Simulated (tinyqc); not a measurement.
What each parameter does: BHZ model on a square lattice (one spin block).

h(k) = e0 + d.s with s the Pauli matrices in the basis (E, H), k in units of 1/a: dx = (A/a) sin kx, dy = (A/a) sin ky, dz = M - (2B/a^2)(2 - cos kx - cos ky), e0 = -(2D/a^2)(2 - cos kx - cos ky). The other spin block is h*(-k). For small k this is the continuum model with dz = M - B k^2.

Parameters, chosen for this exercise (of the size used for HgTe wells; the results hold for these values, not for the real material): A = 3.87 eV angstrom; B = -61.9 eV angstrom^2; D = -46.1 eV angstrom^2; M = -0.0158 eV (mass term); a = 20 angstrom (grid spacing); k = (0.24, 0.55) 1/a (wave vector).

Levels at k and dz there.

One parameter was then changed.

Results before and after:

| case | lower (meV) | upper (meV) | dz (meV) |
|---|---|---|---|
| base | -77.060 | 158.259 | 38.715 |
| changed | -87.604 | 168.803 | 38.715 |

Which of these changes was made? (a) B = -68.09 eV angstrom^2; (b) M = -0.0108 eV; (c) D = -36.88 eV angstrom^2; (d) a = 22 angstrom; (e) A = 4.257 eV angstrom.

Answer: (e) A = 4.257 eV angstrom. Of the candidates, run in turn, only this one gives the changed row.

All candidates:

| case | lower (meV) | upper (meV) | dz (meV) |
|---|---|---|---|
| base | -77.060 | 158.259 | 38.715 |
| A = 4.257 eV angstrom | -87.604 | 168.803 | 38.715 |
| B = -68.09 eV angstrom^2 | -78.964 | 160.164 | 44.166 |
| D = -36.88 eV angstrom^2 | -85.179 | 150.139 | 38.715 |
| M = -0.0108 eV | -78.798 | 159.998 | 43.715 |
| a = 22 angstrom | -71.604 | 138.711 | 29.253 |

D shifts both levels alike and leaves the states, so it cannot change the topology while the gap stays open.

tinyqc: `OMP_NUM_THREADS=1 python tinyqc.py 1480224 1480225 out.jsonl`; about 0.09 s, one thread, shared Intel(R) Xeon(R) Processor @ 2.30GHz.
